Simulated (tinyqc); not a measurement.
Franz-Keldysh effect at a direct gap: one step. Electro-optic energy and length. Four cases, with inputs chosen for the exercise.

Question. For each hole band give mr, th and the length th/(e Fd).

Parabolic bands, vertical transitions, no excitons. For each hole band j: mr = me mj/(me + mj); joint density of states J_j(E) = (mr/c)^(3/2) sqrt(E - Eg)/(2 pi^2), both spins, c = hbar^2/2m0; averaged matrix element |e.p|^2 = m0 Ep/6; alpha_j(E) = 4 pi^2 alpha_f c Ep J_j/(3 nr E) in 1/angstrom (alpha_f the fine-structure constant, listed as alpha among the constants), times 1e8 for 1/cm.

In a field Fd (1 kV/cm = 1e-5 V/angstrom) the electro-optic energy of band j is th = (c (e Fd)^2/mr)^(1/3), and sqrt(E - Eg) in J_j is replaced by pi sqrt(th) [Ai'(b)^2 - b Ai(b)^2] with b = (Eg - E)/th; Ai is the Airy function.

Constants: hbar^2/2m0 = 3.80998211 eV angstrom^2; fine-structure constant alpha = 0.007297352564.

Give: Scales.

Case 1.

Values chosen (near those of GaAs; the results hold for these values, not for the real material): Eg = 1.411 eV (direct gap); me = 0.0662 m0 (electron mass); mhh = 0.498 m0 (heavy-hole mass); mlh = 0.0797 m0 (light-hole mass); Ep = 25.3 eV (Kane energy); nr = 3.65 (refractive index); Fd = 90 kV/cm (uniform field).

Answer.

Scales:

| hole | mr (m0) | th (meV) | length (angstrom) |
|---|---|---|---|
| heavy | 0.05843 | 37.519 | 41.7 |
| light | 0.03616 | 44.027 | 48.9 |

The light-hole pair has th larger by a factor 1.173, the cube root of the ratio of reduced masses.

Case 2.

Values chosen (near those of InGaAs; the results hold for these values, not for the real material): Eg = 0.744 eV (direct gap); me = 0.0403 m0 (electron mass); mhh = 0.463 m0 (heavy-hole mass); mlh = 0.0531 m0 (light-hole mass); Ep = 22.4 eV (Kane energy); nr = 3.54 (refractive index); Fd = 45 kV/cm (uniform field).

Answer.

Scales:

| hole | mr (m0) | th (meV) | length (angstrom) |
|---|---|---|---|
| heavy | 0.03707 | 27.506 | 61.1 |
| light | 0.02291 | 32.292 | 71.8 |

The light-hole pair has th larger by a factor 1.174, the cube root of the ratio of reduced masses.

Case 3.

Values chosen (near those of InGaAs; the results hold for these values, not for the real material): Eg = 0.756 eV (direct gap); me = 0.0416 m0 (electron mass); mhh = 0.478 m0 (heavy-hole mass); mlh = 0.054 m0 (light-hole mass); Ep = 22.2 eV (Kane energy); nr = 3.58 (refractive index); Fd = 150 kV/cm (uniform field).

Answer.

Scales:

| hole | mr (m0) | th (meV) | length (angstrom) |
|---|---|---|---|
| heavy | 0.03827 | 60.732 | 40.5 |
| light | 0.02350 | 71.454 | 47.6 |

The light-hole pair has th larger by a factor 1.177, the cube root of the ratio of reduced masses.

Case 4.

Values chosen (near those of InP; the results hold for these values, not for the real material): Eg = 1.36 eV (direct gap); me = 0.0781 m0 (electron mass); mhh = 0.611 m0 (heavy-hole mass); mlh = 0.0848 m0 (light-hole mass); Ep = 20 eV (Kane energy); nr = 3.39 (refractive index); Fd = 27 kV/cm (uniform field).

Answer.

Scales:

| hole | mr (m0) | th (meV) | length (angstrom) |
|---|---|---|---|
| heavy | 0.06925 | 15.888 | 58.8 |
| light | 0.04066 | 18.975 | 70.3 |

The light-hole pair has th larger by a factor 1.194, the cube root of the ratio of reduced masses.

Computed by tinyqc, one run a case: `OMP_NUM_THREADS=1 python tinyqc.py N N+1 out.jsonl` with N = 1651757, 1651822, 1652382, 1652411; one thread of a shared Intel(R) Xeon(R) Processor @ 2.30GHz, about 0.01 s a run at most.
